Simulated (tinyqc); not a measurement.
Landau levels of bilayer graphene, step by step. Values are carried at full precision from step to step, so a last printed digit may differ when a step is redone from the rounded ones.

In a field B along z: l = 1/sqrt((e/hbar) B) is the magnetic length, n_B = B/(h/e) the number of states per area in one level, hbar wc = 2 muB B/m for mass m in m0; 1/angstrom^2 = 1e16/cm^2.

Constants: e/hbar = 1.519267448e-05 1/(T angstrom^2); h/e = 413566.7697 T angstrom^2; muB = 5.788381798e-05 eV/T; e^2/h = 3.874045865e-05 S.

Parameters, chosen for this exercise (near those of bilayer graphene; not measured data): B = 6.2 T (magnetic field); n = 1.5 x 1e11/cm^2 (electron sheet density); hv = 6.58 eV angstrom (hbar v); g1 = 0.382 eV (interlayer hopping).

## Scales set by the field

Give l, n_B and the filling factor nu = n/n_B.

l = 103.04 angstrom
n_B = 1.4992 x 1e11/cm^2
nu = 1.001

## The lowest levels

Four-band model without bias: with w = sqrt(2) hv/l, E_N^2 = [g1^2 + (2N - 1) w^2 - sqrt(g1^4 + 2 (2N - 1) g1^2 w^2 + w^4)]/2 for N >= 2, and E = 0 for N = 0, 1. The two-band limit is hbar wc sqrt(N (N - 1)) with hbar wc = w^2/g1. Each level is fourfold; of the eight zero-energy states half belong to the electrons.

List the eight lowest, in meV, with the gap to the next.

Levels:
```
label  E (meV)  gap above (meV)
0,1      0.000           28.009
2       28.009           18.500
3       46.509           16.829
4       63.338           15.683
5       79.021           14.779
6       93.800           14.027
7      107.827           13.385
8      121.212           12.826
```

The largest of these gaps, 28.01 meV, first occurs above level 0,1 and is kB T at 325 K.

## Where EF lies

The zero level takes 4 n_B electrons and each higher level 4 n_B. At zero temperature and without broadening EF sits in the partly filled level.

Fill the listed levels in order up to nu; give the partly filled level, its energy and its filled share.

level: 0,1

EF = 0.000 meV
filled share = 0.250

## Fields of the Hall plateaus

A plateau is centred where nu = n/n_B equals 4, 8, 12, 16, 20, 24; there rho_xy = h/(nu e^2).

Plateaus:
```
nu  B (T)  1/B (1/T)  rho_xy (kohm)
4   1.551     0.6448         6.4532
8   0.775     1.2896         3.2266
12  0.517     1.9344         2.1511
16  0.388     2.5792         1.6133
20  0.310     3.2240         1.2906
24  0.258     3.8688         1.0755
```

## Checks

- Level 2 from the four-band matrix in 40 oscillator states against the formula, meV: both 28.009.

Computed by tinyqc, a small Python program: `OMP_NUM_THREADS=1 python tinyqc.py 1282331 1282332 out.jsonl` (the numbers bound the seed that draws the inputs); one thread of a shared host (Intel(R) Xeon(R) Processor @ 2.30GHz), about 0.01 s for the whole set of steps.
